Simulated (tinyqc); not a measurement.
Worked calculation: plane-wave Kohn-Sham cycle with exchange-only LDA in a layered model solid. One step of it, computed by the program tinyqc.

Problem. Iteration 1: levels at that k. Diagonalise the Hermitian matrix.

H (hartree):
```
           -3         -2         -1         +0         +1         +2         +3
-3   0.595151  -0.185000   0.000000   0.000000   0.000000   0.000000   0.000000
-2  -0.185000   0.178993  -0.185000   0.000000   0.000000   0.000000   0.000000
-1   0.000000  -0.185000  -0.070702  -0.185000   0.000000   0.000000   0.000000
+0   0.000000   0.000000  -0.185000  -0.153934  -0.185000   0.000000   0.000000
+1   0.000000   0.000000   0.000000  -0.185000  -0.070702  -0.185000   0.000000
+2   0.000000   0.000000   0.000000   0.000000  -0.185000   0.178993  -0.185000
+3   0.000000   0.000000   0.000000   0.000000   0.000000  -0.185000   0.595151
```

Give: eigenvalues.

Solution.

eigenvalues (hartree): -0.405  -0.180  0.014  0.211  0.268  0.672  0.673
